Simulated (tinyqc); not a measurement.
Length of a polyene: Hueckel, PPP and singles CI along the polyenes. Computed by the program tinyqc. Command: `OMP_NUM_THREADS=1 python tinyqc.py 111587 111588 out.jsonl`; one thread of a shared host (Intel(R) Xeon(R) Processor @ 2.60GHz), about 0.08 s.

All-trans chains of carbon centres 1.40 angstrom apart:
```
parameter                               value
beta (eV), times 1 +/- alternation  -2.170000
alternation                          0.070000
W (eV)                              11.160000
gamma_rr (eV)                       11.480000
repulsion formula                        Ohno
```

Hueckel uses the same beta without repulsion; CIS keeps all single excitations and so misses the low, doubly excited 2Ag state. W is the valence ionisation energy of a centre, MN the Mataga-Nishimoto formula, f the oscillator strength.

Gaps and excitations (eV):
```
centres  Hueckel gap  PPP orbital gap  bright singlet (CIS)       f  lowest triplet (CIS)
2             4.6438          12.3044                6.5535  0.5619                2.7341
4             3.0453           9.9160                5.1737  1.0287                1.9336
6             2.3156           8.7132                4.3582  1.4229                1.5573
8             1.9031           8.0052                3.8374  1.7693                1.3559
10            1.6393           7.5489                3.4837  2.0824                1.2369
12            1.4568           7.2367                3.2330  2.3740                1.1613
```

The Hueckel gap tends to 4 x alternation x |beta| = 0.61 eV for long chains. Exchange opens the PPP orbital gap, and the attraction of electron and hole brings the bright state 4.00 eV below it at 12 centres; the triplet lies 2.07 eV lower still.
